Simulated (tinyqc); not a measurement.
# From switched share back to pulse length t_p

Model: switching kinetics of a ferroelectric film and the memory window of a ferroelectric gate stack. Computed by tinyqc, a small Python program. Command: `OMP_NUM_THREADS=1 python tinyqc.py 3025756 3025757 out.jsonl feswitch inv`. One thread of a shared host (Intel(R) Xeon(R) Processor @ 2.30GHz), about 0.05 s of CPU time with the checks.

Fields in MV/cm; 1 microcoulomb/cm^2 over eps_0 is 11.29409 MV/cm. In the stack (metal, ferroelectric, interlayer, channel) the channel is taken as a conductor.

Inputs (values chosen for the exercise, for a model hafnia-based film): saturation polarisation P_s = 23 microcoulomb/cm^2; ratio P_r/P_s = 0.78; coercive field E_c = 0.74 MV/cm; permittivity of the ferroelectric eps_F = 32; thickness t_F = 10 nm; permittivity of the interlayer eps_I = 7.5; interlayer thickness t_I = 1.6 nm; share s of P screened by trapped charge = 0.96; pulse height V = 4.3 V; time constant t_inf = 9.2e-10 s; activation field E_a = 2.7 MV/cm; Merz exponent alpha = 1; dimension n = 3; half width w of log10 t = 1.1.

Kinetics: nucleation-limited (NLS).

Method. Series stack: V = E_F t_F + E_I t_I and eps_I E_I = eps_F E_F + (1 - s) P/eps_0. Before switching P = -P_r, after it P = +P_s; in retention V = 0 and P = +P_r. Merz's law: t1 = t_inf exp[(E_a/E)^alpha] at the mean of the fields before and after switching. NLS: switched share = integral of [1 - exp(-(t/tau)^n)] F(z) dz over z = log10 tau, with the Lorentzian F = (1/pi) w/[(z - log10 t1)^2 + w^2].

Question. A run gave the result below. Find the pulse length t_p, known to lie between 1.9e-07 and 3.9e-07 s.

switched share = 0.8429263

Answer.

Each step takes the trial c = (a f_b - b f_a)/(f_b - f_a), f being the result less the target and a, b, c the logarithms of the listed values; c replaces end b, the old b replaces a if the sign of f changed, and otherwise f_a is halved.

Scan of the range:
```
pulse length t_p (s)  switched share
1.90e-07                    0.834710
2.14e-07                    0.838329
2.41e-07                    0.841803
2.72e-07                    0.845202
3.07e-07                    0.848471
3.46e-07                    0.851577
3.90e-07                    0.854569
```

False position (Illinois rule, in the logarithm of the input) inside the bracket:
```
step        end a        end b        trial  switched share
1     2.41000e-07  2.72000e-07  2.50833e-07        0.842941
2     2.41000e-07  2.50833e-07  2.50572e-07        0.842912
3     2.50833e-07  2.50572e-07  2.50700e-07        0.842926
4     2.50572e-07  2.50700e-07  2.50700e-07        0.842926
```

Switched share rises at every point of a 13-point scan of the range (every second point is shown), so one value fits; it is bracketed by 2.41e-7 and 2.72e-7. Answer: pulse length t_p = 2.507e-7 s.
